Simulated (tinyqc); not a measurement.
Worked calculation: one-electron ion in a basis of Gaussians. One step of it, computed by the program tinyqc.

Question. Generalised eigenproblem. Solve H C = S C e through S^(-1/2); each column has its largest component positive (the first on a tie).

H = T + V (hartree):
```
[[-2.136843, -2.412491, -2.209057, -1.780423, -1.350374, -0.998051, -0.729466],
 [-2.412491, -3.331366, -3.730652, -3.712075, -3.182499, -2.494009, -1.874113],
 [-2.209057, -3.730652, -3.622836, -3.921271, -5.234397, -5.277724, -4.448659],
 [-1.780423, -3.712075, -3.921271, 3.078934, 4.203132, -3.228266, -7.160764],
 [-1.350374, -3.182499, -5.234397, 4.203132, 42.370032, 50.698702, 18.540685],
 [-0.998051, -2.494009, -5.277724, -3.228266, 50.698702, 214.107200, 252.586520],
 [-0.729466, -1.874113, -4.448659, -7.160764, 18.540685, 252.586520, 894.880657]]
```

S:
```
[[1.000000, 0.744828, 0.363973, 0.149054, 0.057719, 0.021994, 0.008345],
 [0.744828, 1.000000, 0.745057, 0.364079, 0.149099, 0.057733, 0.022002],
 [0.363973, 0.745057, 1.000000, 0.744971, 0.364009, 0.149058, 0.057721],
 [0.149054, 0.364079, 0.744971, 1.000000, 0.744962, 0.363981, 0.149057],
 [0.057719, 0.149099, 0.364009, 0.744962, 1.000000, 0.744934, 0.363987],
 [0.021994, 0.057733, 0.149058, 0.363981, 0.744934, 1.000000, 0.744969],
 [0.008345, 0.022002, 0.057721, 0.149057, 0.363987, 0.744969, 1.000000]]
```

Give: eigenvalues of S; eigenvalues; coefficients.

Answer.

eigenvalues of S: [0.037, 0.087, 0.212, 0.490, 1.047, 1.993, 3.134]

eigenvalues (hartree): [-4.498, -1.088, 2.047, 19.883, 97.761, 409.669, 1662.229]

coefficients:
```
[[0.008, 1.299, -1.041, 0.380, -0.159, 0.073, -0.034],
 [0.479, -0.511, 2.209, -1.203, 0.515, -0.234, 0.109],
 [0.477, -0.232, -1.437, 2.196, -1.164, 0.532, -0.246],
 [0.139, -0.064, -0.005, -1.837, 2.084, -1.110, 0.512],
 [0.033, -0.012, -0.060, 0.158, -1.948, 1.989, -1.041],
 [0.006, -0.003, 0.001, -0.060, 0.236, -1.929, 1.836],
 [0.002, -0.001, -0.003, 0.004, -0.050, 0.196, -1.705]]
```

For Z = 3 and l = 0 the exact lowest level is -Z^2/(2 n^2) with n = l + 1: -4.500000 hartree.
